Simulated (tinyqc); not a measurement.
Inside a calculation. Method: sp3 tight binding, zinc-blende lattice. One step of it, computed by the program tinyqc.

Question. Levels at L. Diagonalise the Hermitian matrix.

H(k) at L (eV):
```
                      a s                 a px                 a py                 a pz
a s            -15.110000             0.000000             0.000000             0.000000
a px             0.000000            -6.550000             0.000000             0.000000
a py             0.000000             0.000000            -6.550000             0.000000
a pz             0.000000             0.000000             0.000000            -6.550000
c s   -4.539735-4.539735i   3.444765+3.444765i   3.444765+3.444765i   3.444765+3.444765i
c px  -3.444765-3.444765i   1.751041+1.751041i  -4.377601-4.377601i  -4.377601-4.377601i
c py  -3.444765-3.444765i  -4.377601-4.377601i   1.751041+1.751041i  -4.377601-4.377601i
c pz  -3.444765-3.444765i  -4.377601-4.377601i  -4.377601-4.377601i   1.751041+1.751041i

                      c s                 c px                 c py                 c pz
a s   -4.539735+4.539735i  -3.444765+3.444765i  -3.444765+3.444765i  -3.444765+3.444765i
a px   3.444765-3.444765i   1.751041-1.751041i  -4.377601+4.377601i  -4.377601+4.377601i
a py   3.444765-3.444765i  -4.377601+4.377601i   1.751041-1.751041i  -4.377601+4.377601i
a pz   3.444765-3.444765i  -4.377601+4.377601i  -4.377601+4.377601i   1.751041-1.751041i
c s            -15.110000             0.000000             0.000000             0.000000
c px             0.000000            -6.550000             0.000000             0.000000
c py             0.000000             0.000000            -6.550000             0.000000
c pz             0.000000             0.000000             0.000000            -6.550000
```

Give: eigenvalues.

Answer.

eigenvalues (eV): -24.1214  -21.8610  -15.2172  -15.2172  -3.2842  2.1172  2.1172  5.9466
